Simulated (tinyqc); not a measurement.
Leakage currents through a thin dielectric. Changing the thickness t. Computed by tinyqc, a small Python program. Command: `OMP_NUM_THREADS=1 python tinyqc.py 3030937 3030938 out.jsonl leak sweep`. One thread of a shared host (Intel(R) Xeon(R) Processor @ 2.30GHz), about 0.4 s of CPU time with the checks.

Electrons leave an electrode with Fermi energy E_F above its band bottom; barriers are counted from the Fermi level, and both electrodes are alike. They cross the interlayer first.

Inputs (values chosen for the exercise, modelled on Ta2O5):
```
quantity                           value  unit
barrier height phi_B               0.815    eV
tunnelling mass m                   0.26   m_0
static permittivity k               24.7     -
optical permittivity k_o             4.5     -
trap depth phi_t                    0.68    eV
Poole-Frenkel prefactor sigma_0  8.7e-08  S/cm
electrode Fermi energy E_F          0.18    eV
electrode mass m_e                   0.3   m_0
voltage V                           0.57     V
temperature T                        300     K
interlayer thickness t_i            0.57    nm
interlayer barrier phi_i            3.04    eV
interlayer mass m_i                 0.46   m_0
interlayer permittivity k_i          3.7     -
```

Stack: dielectric on an interlayer.

Constants: m_0 = 9.1093837015e-31 kg; e = 1.602176634e-19 C; hbar = 1.054571817e-34 J s; k_B = 8.617333262e-05 eV/K; k_B = 1.380649e-23 J/K; eps_0 = 8.8541878128e-12 F/m; h = 6.62607015e-34 J s.

Method:
- Fields: F_i = V/(t_i + t k_i/k), F = F_i k_i/k; equivalent oxide thickness 3.9 (t/k + t_i/k_i).
- WKB: a layer of mass m, field F and barrier b(x) = b_0 - e F x gives the exponent (4 sqrt(2 m)/(3 hbar e F)) [b_0^(3/2) - max(b_0 - e F t, 0)^(3/2)] for b_0 > 0; b_0 = barrier - (E - E_F), less e F_i t_i for the second layer; the transmission is D(E) = exp(-sum of exponents), without image force.
- Tsu-Esaki: J = (e m_e k_B T/(2 pi^2 hbar^3)) int D(E) ln[(1 + exp((E_F - E)/k_B T))/(1 + exp((E_F - eV - E)/k_B T))] dE over the normal energy E (its change with the mass at an interface is neglected) from max(0, E_F - 3 eV) to E_F + largest barrier, by 100 Gauss-Legendre points in each part, split at E_F - 0.3 eV (if inside the range) and E_F + 8 k_B T.
- The mean energy weights E - E_F by the integrand.
- Schottky emission J = A T^2 exp(-(phi_B - sqrt(e^3 F/(4 pi k_o eps_0)))/k_B T), A = 4 pi e m k_B^2/h^3 with the tunnelling mass; Poole-Frenkel J = sigma_0 F exp(-(phi_t - sqrt(e^3 F/(pi k_o eps_0)))/k_B T); both use the field F of the dielectric and ignore the interlayer.

One run for each value; columns: (1) thickness t (nm); (2) tunnel current density (A/cm^2); (3) transmission D(E_F); (4) field F (MV/cm); (5) equivalent oxide thickness (nm); (6) Poole-Frenkel current density (A/cm^2):
```
(1)         (2)         (3)     (4)     (5)         (6)
1.0  3.4676e+03  7.3299e-05  1.1862  0.7587  1.3683e-06
1.3  1.1891e+03  2.8137e-05  1.1165  0.8061  8.2152e-07
1.7  2.7933e+02  7.5952e-06  1.0354  0.8692  4.4339e-07
2.2  4.4635e+01  1.4188e-06  0.9492  0.9482  2.2331e-07
2.8  4.8520e+00  1.8124e-07  0.8630  1.0429  1.0846e-07
3.7  1.7356e-01  7.7623e-09  0.7595  1.1850  4.3085e-08
4.8  3.3336e-03  1.5389e-10  0.6624  1.3587  1.6932e-08
6.2  6.6966e-05  9.7560e-13  0.5697  1.5798  6.4287e-09
8.0  6.5792e-06  1.3557e-15  0.4828  1.8640  2.3775e-09
```

Over the rows, tunnel current density (A/cm^2) falls from 3470 to 6.58e-6 (exponent d ln y / d ln x -4.1 between the first rows and -9.1 between the last); transmission D(E_F) falls from 7.33e-5 to 1.36e-15 (exponent d ln y / d ln x -3.6 between the first rows and -26 between the last); field F (MV/cm) falls from 1.19 to 0.483 (exponent d ln y / d ln x -0.23 between the first rows and -0.65 between the last). At fixed voltage the tunnel current falls by one decade per 6.45 angstrom between the first rows; a low-bias barrier gives ln(10) hbar/(2 sqrt(2 m phi_B)) = 4.88 angstrom.
